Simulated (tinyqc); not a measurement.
Inside a calculation. Model: Born-von Karman spring model of a cubic crystal with one atom per cell. Computed by tinyqc, a small Python program that keeps every step. Command: `OMP_NUM_THREADS=1 python tinyqc.py 3024969 3024970 out.jsonl springs walk`. One thread of a shared host (Intel(R) Xeon(R) Processor @ 2.30GHz), about 0.1 s of CPU time with the checks. Intermediate numbers are printed to about 6 digits and carried at full precision; extremes and crossings named in words are read from the listed rows.

First neighbours lie at a/2 (1,1,0) (12 of them), second at a (1,0,0) (6), with all permutations and signs; the volume per atom is Omega = a^3/4.

Inputs (values chosen for the exercise, for a model crystal):

| quantity | value | unit |
|---|---|---|
| lattice constant a | 4.61 | angstrom |
| atomic mass M | 139 | u |
| radial spring k1L | 2.34 | eV/angstrom^2 |
| transverse spring k1T | 0 | eV/angstrom^2 |
| radial spring k2L | 0.045 | eV/angstrom^2 |
| transverse spring k2T | 0 | eV/angstrom^2 |
| mesh divisions n | 10 | - |
| temperature T | 400 | K |

Lattice: fcc.

wave vector q (2 pi/a): 0.65  0.18  0

Constants: nu for 1 eV/(angstrom^2 u) = 15.6333042 THz; 1 eV/angstrom^3 = 160.2176634 GPa; u = 1.6605390666e-27 kg; h x 1 THz = 4.135667696 meV; k_B = 8.617333262e-05 eV/K; hbar^2/u = 4.18015928e-03 eV angstrom^2; hbar = 1.054571817e-34 J s; k_B = 1.380649e-23 J/K.

## Dynamical matrix at q

A neighbour at R with unit vector n couples by the matrix K(R) = kL n n^T + kT (1 - n n^T), and D(q) = (1/M) sum_R K(R) [1 - cos(q.R)].

D(q) (eV/(angstrom^2 u)):
```
           x          y          z
x  0.0965575  0.0160745  0.0000000
y  0.0160745  0.0521881  0.0000000
z  0.0000000  0.0000000  0.0541958
```

## Frequencies and polarisations

Diagonalise D. An eigenvalue lambda of D in eV/(angstrom^2 u) gives nu = 15.6333042 THz x sqrt(lambda). Eigenvectors are columns, with the largest component positive; the longitudinal weight is (e.q)^2/q^2.

eigenvalues (eV/(angstrom^2 u)): 0.046977  0.054196  0.101769

frequencies (THz): 3.38838  3.63943  4.98722

polarisation vectors:
```
     mode 1   mode 2   mode 3
x  -0.30840  0.00000  0.95126
y   0.95126  0.00000  0.30840
z   0.00000  1.00000  0.00000
```

longitudinal weights: 0.001879  0.000000  0.998121

Mode 3 is the most longitudinal, with weight 1.00.

## Elastic constants from long waves

[ij,kl] = (1/(2 Omega)) sum_R K_ij R_k R_l; C11 = [xx,xx], C44 = [xx,yy], C12 = 2 [xy,xy] - C44; B = (C11 + 2 C12)/3; Zener ratio A = 2 C44/(C11 - C12). K(R) = kL n n^T + kT (1 - n n^T).

C11 = 168.906 GPa

C12 = 81.3252 GPa

C44 = 81.3252 GPa

bulk modulus B = 110.519 GPa

Zener ratio A = 1.85714

C12 - C44 = 0.00 GPa: the Cauchy relation C12 = C44 holds, as it must when sum_R kT R^2 = 0.

## Sound velocities

rho = M/Omega and v = sqrt(C/rho), with C = C11, C44, C44 along [100]; (C11 + C12 + 2 C44)/2, C44, (C11 - C12)/2 along [110]; (C11 + 2 C12 + 4 C44)/3 and twice (C11 - C12 + C44)/3 along [111].

density rho = 9423.69 kg/m^3

Velocities (m/s):

| direction | longitudinal | transverse 1 | transverse 2 |
|---|---|---|---|
| [100] | 4233.62 | 2937.66 | 2937.66 |
| [110] | 4680.45 | 2937.66 | 2155.66 |
| [111] | 4820.19 | 2444.28 | 2444.28 |

Along [110] the two transverse waves differ by a factor sqrt(2 C44/(C11 - C12)) = 1.363.

## Frequencies at the zone boundary

The formulas are those given above.

Frequencies (THz) at points given in 2 pi/a:

| point | nu 1 | nu 2 | nu 3 |
|---|---|---|---|
| X (1, 0, 0) | 4.05678 | 4.05678 | 5.73715 |
| L (0.5, 0.5, 0.5) | 2.92322 | 2.92322 | 5.76467 |
| W (1, 0.5, 0) | 4.09560 | 4.96852 | 4.96852 |
| K (0.75, 0.75, 0) | 3.76903 | 4.73648 | 5.30044 |

## Highest frequency at X

Take the highest frequency at X = (1, 0, 0) (2 pi/a).

highest frequency at X = 5.73715 THz

## Dispersion against the sound-wave line

The last column divides the top branch by the straight line with its slope at G. End points in 2 pi/a: X = (1, 0, 0), L = (0.5, 0.5, 0.5).

Frequencies (THz) along two lines:

| line | fraction of the way | nu 1 | nu 2 | nu 3 | nu 3 / linear |
|---|---|---|---|---|---|
| G-X | 0.10 | 0.63462 | 0.63462 | 0.91417 | 0.995441 |
| G-X | 0.25 | 1.55246 | 1.55246 | 2.23126 | 0.971849 |
| G-X | 0.40 | 2.38451 | 2.38451 | 3.41439 | 0.929485 |
| G-X | 0.55 | 3.08480 | 3.08480 | 4.39781 | 0.870687 |
| G-X | 0.70 | 3.61462 | 3.61462 | 5.13206 | 0.798330 |
| G-X | 0.85 | 3.94469 | 3.94469 | 5.58448 | 0.715405 |
| G-X | 1.00 | 4.05678 | 4.05678 | 5.73715 | 0.624719 |
| G-L | 0.10 | 0.45729 | 0.45729 | 0.90179 | 0.995893 |
| G-L | 0.25 | 1.11867 | 1.11867 | 2.20604 | 0.974495 |
| G-L | 0.40 | 1.71823 | 1.71823 | 3.38839 | 0.935489 |
| G-L | 0.55 | 2.22283 | 2.22283 | 4.38349 | 0.880163 |
| G-L | 0.70 | 2.60461 | 2.60461 | 5.13636 | 0.810332 |
| G-L | 0.85 | 2.84245 | 2.84245 | 5.60539 | 0.728270 |
| G-L | 1.00 | 2.92322 | 2.92322 | 5.76467 | 0.636620 |

Along G-X the top branch ends at 62 % of its linear extrapolation, near the 2/pi = 64 % of a chain with one spring. Along G-L the top branch ends at 64 % of its linear extrapolation, which is the 2/pi of a pure sine: planes normal to this line couple to their next planes alone. A Debye model keeps the straight line throughout.

## Thermal sums on a mesh

Mesh: q = sum_i (m_i + 1/2)/n b_i, m_i = 0..n-1, with b = [[-1, 1, 1], [1, -1, 1], [1, 1, -1]] in 2 pi/a; sums are averages over the n^3 points, per atom. With x = h nu/(k_B T) and n = 1/(exp(x) - 1) for each mode: F = k_B T [x/2 + ln(1 - exp(-x))], U = k_B T x (n + 1/2), S/k_B = x n - ln(1 - exp(-x)), C/k_B = x^2 n (n + 1). <u_x^2> = (1/3) sum over modes of hbar^2/(2 M h nu) coth(x/2); zero-point energy = sum h nu/2. <u_x^2> converges slowly with the mesh, from below, with an error of order 1/n.

free energy F = -81.2555 meV/atom

energy U = 105.459 meV/atom

entropy S = 5.41683 k_B/atom

heat capacity C = 2.94108 k_B/atom

<u_x^2> = 0.00595438 angstrom^2

zero-point energy = 24.3995 meV/atom

C is 98 % of the classical 3 k_B, and the zero-point energy is 23 % of U.

## Debye temperature from the elastic constants

Christoffel matrix G_xx = C11 n_x^2 + C44 (1 - n_x^2), G_xy = (C12 + C44) n_x n_y, with eigenvalues rho v^2; v_m^-3 is the mean of v^-3 over three branches and all directions (12 Gauss-Legendre points in cos(theta) times 24 angles phi = (j + 1/2) pi/12); q_D = (6 pi^2/Omega)^(1/3); Theta = hbar v_m q_D/k_B.

mean velocity v_m = 2862.43 m/s

Debye wave number q_D = 1.34216 1/angstrom

elastic Debye temperature = 293.447 K

## Full spectrum, Debye and Einstein heat capacities

Mesh: q = sum_i (m_i + 1/2)/n b_i, m_i = 0..n-1, with b = [[-1, 1, 1], [1, -1, 1], [1, 1, -1]] in 2 pi/a; sums are averages over the n^3 points (here n = 14), per atom. Debye: C = 9 k_B (T/Theta)^3 int_0^(Theta/T) x^4 e^x/(e^x - 1)^2 dx with the elastic Theta. Einstein: three modes at the root-mean-square frequency. The last column is the Theta that makes the Debye formula give the full C at that T.

root-mean-square frequency = 4.07624 THz

Heat capacity (k_B/atom):

| T (K) | full spectrum | Debye | Einstein | Theta from C (K) |
|---|---|---|---|---|
| 35 | 0.54523 | 0.36747 | 0.35291 | 250.230 |
| 53 | 1.21118 | 0.92849 | 1.07238 | 249.916 |
| 73 | 1.77380 | 1.50032 | 1.70295 | 250.715 |
| 100 | 2.23052 | 2.02103 | 2.20182 | 251.426 |
| 150 | 2.61586 | 2.49604 | 2.60863 | 252.007 |
| 220 | 2.81164 | 2.74920 | 2.80990 | 252.290 |
| 290 | 2.88938 | 2.85186 | 2.88878 | 252.401 |
| 440 | 2.95118 | 2.93433 | 2.95107 | 252.487 |

The apparent Theta runs from 250 to 252 K against the elastic 293 K; at high T it tends to sqrt(5/3) h nu_rms/k_B = 253 K. At the lowest T the Debye value is 0.67 and the Einstein value 0.65 times the full one; dispersion bends the branches below the sound lines, so the real spectrum has more low modes than Debye assumes. At the highest T Debye misses by 0.57 % and Einstein by 0.0040 %.

Checks made by the program: slopes of the dispersion along [110] against the sound velocities (relative difference 2e-08); F = U - T S (relative difference below 1e-10).
